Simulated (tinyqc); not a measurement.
Phonon-assisted absorption at an indirect gap: one step. Quantum efficiency of a diode. Four cases, with inputs chosen for the exercise.

Task: Evaluate the factors; 1 micrometre = 1e-4 cm.

Photodiode (Gaertner form with a dead layer): QE = (1 - R) exp(-alpha xj) [1 - exp(-alpha W)/(1 + alpha L)], R = ((nr - 1)/(nr + 1))^2; responsivity = QE/E in A/W for E in eV.

Case 1.

Values chosen (loosely those of GaP at room temperature; Eg is not tied to T; shifted at random, so the results belong to these values and not to a real crystal): E = 2.467 eV (photon energy); nr = 3.38 (refractive index); xj = 0.11 micrometre (dead layer at the surface); W = 5.1 micrometre (depleted width); L = 2.6 micrometre (minority diffusion length below it).

alpha = 513.293 1/cm

Case 2.

Values chosen (loosely those of SiC at room temperature; Eg is not tied to T; shifted at random, so the results belong to these values and not to a real crystal): E = 3.269 eV (photon energy); nr = 2.83 (refractive index); xj = 0.41 micrometre (dead layer at the surface); W = 21 micrometre (depleted width); L = 15 micrometre (minority diffusion length below it).

alpha = 7.15525 1/cm

Case 3.

Values chosen (loosely those of Si at room temperature; Eg is not tied to T; shifted at random, so the results belong to these values and not to a real crystal): E = 1.579 eV (photon energy); nr = 3.56 (refractive index); xj = 0.21 micrometre (dead layer at the surface); W = 2.2 micrometre (depleted width); L = 15 micrometre (minority diffusion length below it).

alpha = 660.930 1/cm

Case 4.

Values chosen (loosely those of GaP at room temperature; Eg is not tied to T; shifted at random, so the results belong to these values and not to a real crystal): E = 2.212 eV (photon energy); nr = 3.47 (refractive index); xj = 0.16 micrometre (dead layer at the surface); W = 15 micrometre (depleted width); L = 39 micrometre (minority diffusion length below it).

alpha = 0.359470 1/cm

Give: passes the dead layer; collected share; QE; responsivity.

Result:

Case 1.

passes the dead layer = 0.9944
collected share = 0.3209
QE = 0.2249
responsivity = 0.0912 A/W

Without diffusion from below the collected share would be 0.2303.

Case 2.

passes the dead layer = 0.9997
collected share = 0.0254
QE = 0.0196
responsivity = 0.0060 A/W

Without diffusion from below the collected share would be 0.0149.

Case 3.

passes the dead layer = 0.9862
collected share = 0.5658
QE = 0.3821
responsivity = 0.2420 A/W

Without diffusion from below the collected share would be 0.1353.

Case 4.

passes the dead layer = 1.0000
collected share = 0.0019
QE = 0.0013
responsivity = 0.0006 A/W

Without diffusion from below the collected share would be 0.0005.

Computed by tinyqc, one run a case: `OMP_NUM_THREADS=1 python tinyqc.py N N+1 out.jsonl` with N = 1681967, 1682126, 1682368, 1682394; one thread of a shared Intel(R) Xeon(R) Processor @ 2.30GHz, about 0.01 s a run at most.
